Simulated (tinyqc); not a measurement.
One-electron ion in a basis of Gaussians, step by step. One step of it, computed by the program tinyqc.

Problem. Generalised eigenproblem. Solve H C = S C e through S^(-1/2); each column has its largest component positive (the first on a tie).

H = T + V (hartree):
```
,1,2
1,-4.222411,-4.463305
2,-4.463305,-4.791300
```

S:
```
,1,2
1,1.000000,0.978102
2,0.978102,1.000000
```

Give: eigenvalues of S; eigenvalues; coefficients.

Solution.

eigenvalues of S: 0.0219  1.9781

eigenvalues (hartree): -5.1294  -1.3940

coefficients:
```
,1,2
1,-1.4456,4.5821
2,2.3676,-4.1809
```

For Z = 4 and l = 0 the exact lowest level is -Z^2/(2 n^2) with n = l + 1: -8.000000 hartree.
